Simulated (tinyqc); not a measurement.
Worked calculation: lattice vibrations of a chain. One step of it, computed by the program tinyqc.

Problem. Dynamical matrix at q = 0.1. q is in units of 2 pi/a. A spring k from atom i to atom j, n cells on, adds k to Phi_ii and Phi_jj, -k exp(2 pi i q n) to Phi_ij and the conjugate to Phi_ji (for one atom a cell: 2k (1 - cos 2 pi q n)); D_ij = Phi_ij / sqrt(m_i m_j).

A chain moving along its axis:

| atom | mass (u) | spring to the next atom (eV/angstrom^2) |
|---|---|---|
| 1 | 116.300000 | 7.800000 |
| 2 | 12.000000 | 25.600000 |
| 3 | 99.800000 | 24.600000 |
| 4 | 12.100000 | 22.300000 |

Give: D(q).

Solution.

D(q) (eV/(angstrom^2 u)), lower triangle (Hermitian):
```
                 1        2        3       4
1           0.2588
2          -0.2088   2.7833
3           0.0000  -0.7397   0.5030
4  -0.4809-0.3494i   0.0000  -0.7079  3.8760
```
